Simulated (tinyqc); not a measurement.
Hole subbands of a hard-walled well, four-band Luttinger model: one step. Levels at k = 0. Four cases, with inputs chosen for the exercise.

Question. R and S vanish: HHn = c (g1 - 2 g2)(n pi/L)^2 - Zs and LHn = c (g1 + 2 g2)(n pi/L)^2 + Zs, c = hbar^2/2m0, hole energies counted downwards. Sort HH1 to HH4 and LH1, LH2.

Constants: hbar^2/2m0 = 3.80998211 eV angstrom^2.

Give: a table of subband, E (eV).

Case 1.

Values chosen (out of a larger set: near those of Si; not measured data):
- g1 = 4.3 (Luttinger gamma1)
- g2 = 0.34 (gamma2)
- L = 170 angstrom (well width along [001])

shear strain energy Zs = -0.0189898 eV

Answer.

Levels:
```
subband,E (eV)
LH1,-0.0125
LH2,0.0069
HH1,0.0237
HH2,0.0378
HH3,0.0614
HH4,0.0944
```

The top subband is LH1, 19.4 meV from LH2. The confinement energy of LH1 or the strain splitting is not small against a spin-orbit splitting of about 0.044 eV, so a six-band model would move the light holes.

Case 2.

Values chosen (out of a larger set: near those of GaAs; not measured data):
- g1 = 6.96 (Luttinger gamma1)
- g2 = 2.05 (gamma2)
- L = 120 angstrom (well width along [001])

shear strain energy Zs = 0.0304772 eV

Answer.

Levels:
```
subband,E (eV)
HH1,-0.0230
HH2,-0.0006
HH3,0.0367
LH1,0.0594
HH4,0.0890
LH2,0.1460
```

The top subband is HH1, 22.4 meV from HH2.

Case 3.

Values chosen (near those of AlAs; shifted at random, so the results belong to these values and not to a real crystal):
- g1 = 3.76 (Luttinger gamma1)
- g2 = 0.82 (gamma2)
- L = 180 angstrom (well width along [001])
- Zs = 0 eV (shear strain energy)

Answer.

Levels:
```
subband,E (eV)
HH1,0.0025
LH1,0.0063
HH2,0.0098
HH3,0.0221
LH2,0.0251
HH4,0.0394
```

The top subband is HH1, 3.8 meV from LH1.

Case 4.

Values chosen (near those of Si; shifted at random, so the results belong to these values and not to a real crystal):
- g1 = 4.29 (Luttinger gamma1)
- g2 = 0.34 (gamma2)
- L = 165 angstrom (well width along [001])
- Zs = 0 eV (shear strain energy)

Answer.

Levels:
```
subband,E (eV)
HH1,0.0050
LH1,0.0069
HH2,0.0199
LH2,0.0275
HH3,0.0449
HH4,0.0798
```

The top subband is HH1, 1.9 meV from LH1.

Computed by tinyqc, one run a case: `OMP_NUM_THREADS=1 python tinyqc.py N N+1 out.jsonl` with N = 1250136, 1250364, 1250416, 1250774; one thread of a shared Intel(R) Xeon(R) Processor @ 2.30GHz, about 0.4 s a run at most.
